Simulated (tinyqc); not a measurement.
Small-signal admittance of a forward-biased p+-n diode: one step of the calculation.

Holes injected into a neutral base of width wb with an ohmic contact at its end; low injection, p0 far above the equilibrium density. A small voltage v exp(i w t), w = 2 pi f, modulates the edge density by p0 v/Vt, and the small-signal density obeys Dp d2p/dx2 = (1/tau + i w) p.

Question. Closed-form admittance. L = sqrt(Dp tau); direct current J = (q Dp p0/L) coth(wb/L); k = sqrt(1 + i w tau)/L; diffusion admittance Y = (q Dp p0/Vt) k coth(k wb) = G + i w C_diff; junction capacitance C_j = sqrt(q eps0 eps_r Nd/(2 Vr)) in the depletion approximation, with the remaining barrier Vr = Vt ln(Na/p0), a rough value under forward bias; base-width modulation is left out.

Inputs (values chosen for the exercise); permittivity close to that of 4H silicon carbide:
- T = 300 K (temperature)
- eps_r = 9.7 (relative permittivity)
- Nd = 2.2e15 cm^-3 (donor density of the base)
- Dp = 1.6 cm^2/s (hole diffusion coefficient)
- tau = 7e-8 s (hole lifetime)
- wb = 0.6 um (width of the neutral base)
- p0 = 4.6e12 cm^-3 (excess hole density at the junction edge)
- Na = 2e18 cm^-3 (acceptor density of the p+ side)
- f = 3.5e7 Hz (signal frequency)

Constants: q = 1.602176634e-19 C, kB = 1.380649e-23 J/K, Vt = kB T/q, eps0 = 8.8541878128e-14 F/cm where lengths are in cm. Results are converted to the units shown.

Give: L; J; k wb; Y; C_diff; C_j.

Answer.

L = 3.347 um
J = 0.01986 A/cm^2
k wb = 0.5138+0.4815i
Y = 0.7724+0.1247i S/cm^2
C_diff = 5.669e-4 uF/cm^2
C_j = 0.02124 uF/cm^2

G is 1.01 times its low-frequency value J/Vt, and C_diff is 0.0267 times C_j.

Computed by the program tinyqc: `OMP_NUM_THREADS=1 python tinyqc.py 2890201 2890202 out.jsonl`, one thread of a shared Intel Xeon 2.30GHz, about 0.01 s for the whole run.
